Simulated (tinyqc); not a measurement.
Gap and mesh density: special k points of the bcc lattice.

Lattice vectors in units of a: a1 = (-1/2, 1/2, 1/2), a2 = (1/2, -1/2, 1/2), a3 = (1/2, 1/2, -1/2); reciprocal vectors b_i with a_i . b_j = 2 pi delta_ij. Mesh: k = sum_i f_i b_i with f_i = (2 j_i + shift)/(2 N), j_i = 0 .. N-1. The point group of the lattice has 48 operations; only those that map the mesh onto itself are used.

A_m(k) = sum over the m-th star of lattice vectors R of cos(k . R), stars in order of length: m = 1: |R|^2 = 0.75, 8 vectors, such as (1, 1, 1) in the basis a_i; m = 2: |R|^2 = 1, 6 vectors, such as (1, 1, 0) in the basis a_i; m = 3: |R|^2 = 2, 12 vectors, such as (2, 1, 1) in the basis a_i; m = 4: |R|^2 = 2.75, 24 vectors, such as (2, 2, 1) in the basis a_i; m = 5: |R|^2 = 3, 8 vectors, such as (2, 2, 2) in the basis a_i; m = 6: |R|^2 = 4, 6 vectors, such as (2, 2, 0) in the basis a_i. The zone mean of every A_m is zero.

Test function, the lower band of a two-band insulator: E(k) = -sqrt(D^2 + (e0 - t A_1(k))^2).
Parameters, chosen for this exercise: t = 0.7 eV (coupling); e0 = 3.14 eV (offset).

D takes the values listed; errors against the unshifted mesh with N = 30, for unshifted meshes.

Errors (meV):

| D (eV) | reference (eV) | N = 2 | N = 4 | N = 6 | N = 8 |
|---|---|---|---|---|---|
| 0.2 | -3.2807 | -480.411 | 49.004 | -9.308 | 1.054 |
| 0.4 | -3.3106 | -468.640 | 40.778 | -6.338 | 0.658 |
| 0.8 | -3.4125 | -438.130 | 24.244 | -2.462 | 0.086 |
| 1.5 | -3.6956 | -382.965 | 8.721 | -0.361 | -0.012 |
| 4.0 | -5.3389 | -263.510 | 0.529 | -0.011 | 0.000 |

Give the missing row, D (eV) = 2.5.

Computed row:
```
D (eV)  reference (eV)     N = 2  N = 4   N = 6  N = 8
2.5            -4.2636  -321.411  2.182  -0.037  0.001
```

The first listed N from which the error stays below 0.5 meV is none for D = 0.2, none for D = 0.4, 8 for D = 0.8, 6 for D = 1.5, 6 for D = 2.5, 6 for D = 4 eV. A larger D makes the function smoother, so its Fourier coefficients fall faster with |R|; single entries change sign along a column, so a small error on one coarse mesh can be a cancellation.

Run: tinyqc, `OMP_NUM_THREADS=1 python tinyqc.py 1681217 1681218 out.jsonl`; Intel(R) Xeon(R) Processor @ 2.30GHz, one thread, shared host; about 0.2 s of CPU time with all checks.
